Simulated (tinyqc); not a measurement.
Ballistic Schottky-barrier transistor with a two-dimensional channel, WKB contacts: one step of the calculation.

Source Fermi level 0, drain Fermi level -Vd. Far from the contacts Ec = pn - psi, and the gate moves psi one to one; the band edges relax as exp(-x/lam) from pn at the source and pn - Vd at the drain; Ev = Ec - Eg. A carrier of energy w inside the channel band meets at a contact a barrier of height D (the contact edge beyond the channel edge): T = 1 for w >= D, else exp(-S), S = 4 lam sqrt(m/C) [sqrt(D - w) - sqrt(w) arctan sqrt((D - w)/w)], C = hbar^2/(2 m0). The two contacts combine as Ts Td/(Ts + Td - Ts Td).

Problem. Current of the holes on a coarse grid. I/W = g (2 q^2/h) int T(w) [N(Es + w) - N(Ed + w)] dw with w the energy of motion along the channel, N(y) = (1/2 pi) sqrt(pi m kB T/C) Fm(-y/kB T), Fm(x) = (1/sqrt(pi)) int_0^infinity u^(-1/2)/(1 + exp(u - x)) du. Electrons: Ds = psi, Dd = psi - Vd, Es = Ec, Ed = Ec + Vd. Holes: Ds = -psi, Dd = Vd - psi, Es = -Ev, Ed = -Ev - Vd. The size of each current is taken; both flow from drain to source and add. Simpson's rule on nE equally spaced w from 0 to wm.

Inputs (values chosen for the exercise); channel values close to those of a tungsten diselenide layer:
```
symbol  value  unit                                    meaning
T         350     K                                temperature
Eg        1.4    eV                                   band gap
pn        0.8    eV     barrier for electrons at both contacts
mp       0.42    m0                                  hole mass
g           2                              valleys or subbands
lam       4.4    nm           screening length at the contacts
Vd        0.7     V                                 drain bias
ps      -0.17     V  band shift psi of the channel by the gate
wm        1.1    eV                      upper end of the grid
nE         15                               points of the grid
```

Constants: q = 1.602176634e-19 C, kB = 1.380649e-23 J/K, hbar = 1.054571817e-34 J s, h = 6.62607015e-34 J s, m0 = 9.1093837015e-31 kg, Vt = kB T/q, hbar^2/(2 m0) = 0.0380998212 eV nm^2. Results are converted to the units shown.

Wanted: w; Ts; Td; T; size of the supply difference; current.

Solution.

```
point  w (eV)          Ts          Td           T  size of the supply difference (1/um)
0      0.0000  3.4381e-11  2.1322e-24  2.1322e-24                                546.14
1      0.0786    0.015229  2.6654e-14  2.6654e-14                                456.97
2      0.1571     0.84171  9.1099e-11  9.1099e-11                                342.39
3      0.2357      1.0000   2.4953e-8   2.4953e-8                                176.99
4      0.3143      1.0000   1.8028e-6   1.8028e-6                                32.319
5      0.3929      1.0000   5.4281e-5   5.4281e-5                                2.7354
6      0.4714      1.0000   8.5719e-4   8.5719e-4                               0.20438
7      0.5500      1.0000   0.0080933   0.0080933                              0.015116
8      0.6286      1.0000    0.049372    0.049372                             0.0011171
9      0.7071      1.0000     0.20288     0.20288                             8.2546e-5
10     0.7857      1.0000     0.56533     0.56533                             6.0999e-6
11     0.8643      1.0000     0.99035     0.99035                             4.5076e-7
12     0.9429      1.0000      1.0000      1.0000                             3.3309e-8
13     1.0214      1.0000      1.0000      1.0000                             2.4614e-9
14     1.1000      1.0000      1.0000      1.0000                            1.8189e-10
```

current = 0.0071185 uA/um

Range of the model: No scattering, image-force lowering, channel charge or band-to-band tunnelling; parabolic kappa overstates S deep in the gap.

Program tinyqc, `OMP_NUM_THREADS=1 python tinyqc.py 2390064 2390065 out.jsonl`; Intel Xeon 2.30GHz, shared host, one thread, about 0.1 s.
